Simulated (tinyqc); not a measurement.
# Changing the temperature T

Model: Froehlich polaron in a polar crystal. Computed by tinyqc, a small Python program. Command: `OMP_NUM_THREADS=1 python tinyqc.py 3005748 3005749 out.jsonl frohlich sweep`. One thread of a shared host (Intel(R) Xeon(R) Processor @ 2.30GHz), about 0.04 s of CPU time with the checks.

One electron in a parabolic band of mass m*, coupled to dispersionless LO phonons in the continuum model. Energies are in units of hbar omega unless marked, wave numbers in k_0 = sqrt(2 m* omega/hbar).

Inputs (values chosen for the exercise, for a model crystal):
```
quantity                          value  unit
band mass m*                      0.347   m_0
LO phonon energy hbar omega        13.5   meV
eps_inf                            3.28     -
static dielectric constant eps_s   9.91     -
```

Constants: hbar^2/(2 m_0) = 3.80998212 eV angstrom^2; e^2/(4 pi eps_0) = 14.39964548 eV angstrom; k_B = 8.617333262e-05 eV/K; hbar = 6.582119569e-16 eV s; e = 1.602176634e-19 C; m_0 = 9.1093837015e-31 kg.

Method. 1/eps* = 1/eps_inf - 1/eps_s; k_0 = sqrt(2 m* omega/hbar) = sqrt(m* hbar omega / (hbar^2/(2 m_0))) with m* in m_0; alpha = (e^2/(4 pi eps_0)) k_0/(2 eps* hbar omega); polaron length 1/k_0. Scattering by absorption of an LO phonon: 1/tau = 2 alpha omega n, n = 1/(exp(hbar omega/(k_B T)) - 1); mu = e tau/m*, the weak-coupling result for k_B T well below hbar omega.

One run for each value:
```
temperature T (K)  mobility (cm^2/(V s))  phonon occupation n  lifetime tau (fs)
16                            5.7911e+05           5.5939e-05         1.1425e+05
21                            5.6244e+04           5.7596e-04         1.1096e+04
37                            2.2028e+03           1.4706e-02         4.3459e+02
48                            8.1465e+02           3.9765e-02         1.6072e+02
63                            3.5703e+02           9.0733e-02         7.0439e+01
82                            1.8648e+02           1.7372e-01         3.6790e+01
110                           1.0219e+02           3.1701e-01         2.0161e+01
```

Give the missing row, temperature T (K) = 28.

Computed row:
```
temperature T (K)  mobility (cm^2/(V s))  phonon occupation n  lifetime tau (fs)
28                            8.6845e+03           3.7301e-03         1.7134e+03
```

Interpolating between the two neighbouring rows (the first column on a logarithmic scale, the others too where they are positive) misses most in mobility (cm^2/(V s)), by 25 %. Over the rows, mobility (cm^2/(V s)) falls from 579000 to 102 (exponent d ln y / d ln x -8.6 between the first rows and -2.0 between the last); phonon occupation n rises from 5.59e-5 to 0.317 (exponent d ln y / d ln x 8.6 between the first rows and 2.0 between the last); lifetime tau (fs) falls from 114000 to 20.2 (exponent d ln y / d ln x -8.6 between the first rows and -2.0 between the last). Between the first two rows ln(mu) against 1/T has the slope 157 K, near hbar omega/k_B = 157 K.

Caution (all rows): this mobility formula holds for weak coupling and k_B T well below hbar omega, and it leaves out all other scattering.
